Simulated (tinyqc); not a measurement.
Leakage against temperature: trap-assisted generation and recombination current of an abrupt junction. Computed by tinyqc, a small Python program. Command: `OMP_NUM_THREADS=1 python tinyqc.py 3014974 3014975 out.jsonl junctionleak walk`. One thread of a shared host (Intel(R) Xeon(R) Processor @ 2.30GHz), about 0.01 s of CPU time with the checks.

Depletion approximation, flat quasi-Fermi levels across the depleted layer, long neutral regions with minority lifetimes tau_n and tau_p, full ionisation and Boltzmann statistics. Voltages in exponents stand for e V.

Inputs (values chosen for the exercise, with bands and screening modelled on silicon):
```
quantity                              value    unit
gap E_g                                1.12      eV
electron mass m_e                     0.337     m_0
valleys M_c                               6       -
hole mass m_h                         0.829     m_0
dielectric constant eps                  12       -
acceptor density N_A                1.5e+15   cm^-3
donor density N_D                   4.7e+18   cm^-3
capture time tau_n                  3.7e-07       s
capture time tau_p                  6.3e-09       s
trap level E_t - E_i                      0      eV
electron diffusion coefficient D_n       35  cm^2/s
hole diffusion coefficient D_p            8  cm^2/s
reverse bias V_r                        6.4       V
temperature T                           400       K
tunnelling mass m_t                    0.25     m_0
```

Field enhancement: Hurkx tunnelling factor.

Constants: k_B = 8.617333262e-05 eV/K; m_0 = 9.1093837015e-31 kg; k_B = 1.380649e-23 J/K; h = 6.62607015e-34 J s; e = 1.602176634e-19 C; eps_0 = 8.8541878128e-12 F/m; hbar = 1.054571817e-34 J s.

Method:
- N_c = 2 M_c (2 pi m_e k_B T/h^2)^(3/2) and N_v = 2 (2 pi m_h k_B T/h^2)^(3/2), masses in units of m_0.
- n_i = sqrt(N_c N_v) exp(-E_g/2 k_B T); V_bi = (k_B T/e) ln(N_A N_D/n_i^2); diffusion saturation current J_d0 = e n_i^2 [sqrt(D_n/tau_n)/N_A + sqrt(D_p/tau_p)/N_D].
- W = sqrt(2 eps eps_0 (V_bi - V)(1/N_A + 1/N_D)/e), x_p = W N_D/(N_A + N_D), x_n = W - x_p, peak field F_m = 2 (V_bi - V)/W; reverse bias means V = -V_r.
- Both capture times are divided by 1 + Gamma, Gamma = 2 sqrt(3 pi) (F/F_G) exp((F/F_G)^2), F_G = sqrt(24 m_t (k_B T)^3)/(e hbar) (the low-field Hurkx form), F being the local field, linear in x from 0 at the edges to F_m.
- Potential from the p edge: phi = (V_bi - V) x^2/(x_p W) on the p side and (V_bi - V)[1 - (W - x)^2/(x_n W)] on the n side; p = N_A exp(-phi/k_B T), n = n_i^2 exp(V/k_B T)/p; U = (n p - n_i^2)/[tau_p (n + n_i exp(dE/k_B T)) + tau_n (p + n_i exp(-dE/k_B T))], dE = E_t - E_i, n1 = n_i exp(dE/k_B T), p1 = n_i exp(-dE/k_B T); J_t = e int U dx by the trapezoid rule on 400 intervals on each side.
- The gap, capture times and diffusion coefficients are held fixed. J_g = -J_t at V = -V_r. The last column is -k_B d ln(J_g + J_d0)/d(1/T) from this row and the one above.

peak field F_m = 56670.3 V/cm

Reverse current:
```
T (K)  generation (A/cm^2)  diffusion (A/cm^2)  activation energy (eV)
320             4.9375e-06          1.6162e-09                       -
360             5.3783e-05          2.0983e-07                  0.5936
400             3.7148e-04          1.0643e-05                  0.6071
450             2.6364e-03          5.6035e-04                  0.6590
500             1.2999e-02          1.3806e-02                  0.8246
560             6.2428e-02          3.1425e-01                  1.0628
640             3.2807e-01          8.5349e+00                  1.2193
```

The activation energy goes from 0.594 to 1.219 eV. Generation alone gives about E_g/2 + dE if tau_p exp(dE/k_B T) exceeds tau_n exp(-dE/k_B T), else E_g/2 - dE, here 0.560 eV, plus 1.5 k_B T, less where tunnelling helps, and diffusion E_g = 1.12 eV plus 3 k_B T; diffusion takes over by 500 K.

Extremes, crossings and ranges named in words are read from the listed rows.
